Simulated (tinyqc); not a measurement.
Worked calculation: k.p theory built from an empirical-pseudopotential calculation at Gamma. Values are carried at full precision from step to step, so a last printed digit may differ when a step is redone from the rounded ones.

Empirical pseudopotential on the fcc lattice, atoms at +/- tau, tau = a (1,1,1)/8, no spin-orbit coupling. H(G,G') = c (2 pi/a)^2 |k + G|^2 delta + VS(q) cos(q.tau) + i VA(q) sin(q.tau), q = G - G', c = hbar^2/2m0; k and G in units of 2 pi/a; VS at |q|^2 = 3, 8, 11 and VA at 3, 4, 11, in rydberg, zero elsewhere. The basis is fixed: all 65 G with |G|^2 up to Gcut. Energies are counted from the fourth level at Gamma.

Constants: hbar^2/2m0 = 3.80998211 eV angstrom^2; Ry = 13.60569312 eV.

Inputs chosen for the exercise (near those of GaAs; the results hold for these values, not for the real material): a = 5.639 angstrom (lattice constant); VS = (-0.226, 0.008, 0.061) Ry (symmetric form factors); VA = (0.069, 0.05, 0.009) Ry (antisymmetric form factors); Gcut = 16 (2 pi/a)^2 (largest |G|^2 of the fixed basis).

## Levels at Gamma

Diagonalise H at k = 0 and group equal levels.

Multiplets at Gamma:

| multiplet | degeneracy | E (eV) |
|---|---|---|
| 1 | 1 | -12.3003 |
| 2 | 3 | 0.0000 |
| 3 | 1 | 1.3921 |
| 4 | 3 | 4.3947 |
| 5 | 1 | 7.8291 |
| 6 | 2 | 8.6688 |
| 7 | 3 | 12.6813 |
| 8 | 1 | 13.9346 |
| 9 | 3 | 27.1674 |

The lowest empty multiplet is a singlet at 1.392 eV; the lowest empty singlet (s-like) is multiplet 3.

## Mass of the s-like conduction level (multiplet 3)

For a multiplet A of d_A states, W(B) = (4 c/(3 d_A)) sum over n in A, m in B and i = x, y, z of |<n|G_i|m>|^2 (G in 1/angstrom, <n|G_i|m> = sum_G c_n(G)* G_i c_m(G)); the mean inverse mass of A is 1 + sum_B W(B)/(E_A - E_B). Multiplets with W = 0 are left out.

List the couplings (the first eight at most); W to the valence triplet is the Kane energy Ep.

Couplings:

| multiplet B | degeneracy | E_B (eV) | W (eV) | W/(E_A - E_B) |
|---|---|---|---|---|
| 2 | 3 | 0.0000 | 18.3458 | 13.1789 |
| 4 | 3 | 4.3947 | 0.0040 | -0.0013 |
| 7 | 3 | 12.6813 | 0.1923 | -0.0170 |
| 10 | 3 | 27.6366 | 0.3756 | -0.0143 |
| 12 | 3 | 28.2160 | 0.1911 | -0.0071 |
| 15 | 3 | 41.3497 | 0.0309 | -0.0008 |
| 17 | 3 | 42.2310 | 0.0005 | 0.0000 |
| 19 | 3 | 43.0238 | 0.0093 | -0.0002 |

sum over the higher multiplets = -0.0012
1/m = 14.1369

Ep = 18.35 eV. The valence triplet gives 13.18, all other levels together -0.04; m = 0.0707, against 0.0705 for two levels alone.

## Valence parameters

Fold all other levels onto the valence triplet: D(u) = c + 4 c^2 sum_m <n|u.G|m><m|u.G|n'>/(0 - E_m), in units of c. Along [100] its eigenvalues are L (once) and M (twice); along [111] (L + 2M + 2N)/3 (once) and (L + 2M - N)/3 (twice). Then g1 = -(L + 2M)/3, g2 = -(L - M)/6, g3 = -N/6.

eigenvalues along [100]: -13.677  -2.247  -2.247

eigenvalues along [111]: -16.303  -0.934  -0.934

L, M, N: -13.677  -2.247  -15.369

g1, g2, g3: 6.057  1.905  2.562

With spin-orbit coupling added at fixed g1, g2, g3 and large against the hole energy these give heavy and light masses along [100] of 0.445 and 0.101. The s-like level alone adds Ep/(3E) = 4.39 to g1. Local form factors fix Ep and the gap only roughly, so these values can lie far from measured ones.

## Checks

- 1/m of the s-like level from the sum against the curvature of the band: both 14.14.
- L and M against the curvatures along [100]: largest relative difference 2.0e-06.

Program tinyqc; command `OMP_NUM_THREADS=1 python tinyqc.py 1081570 1081571 out.jsonl`; about 0.3 s on one thread of a shared Intel(R) Xeon(R) Processor @ 2.30GHz.
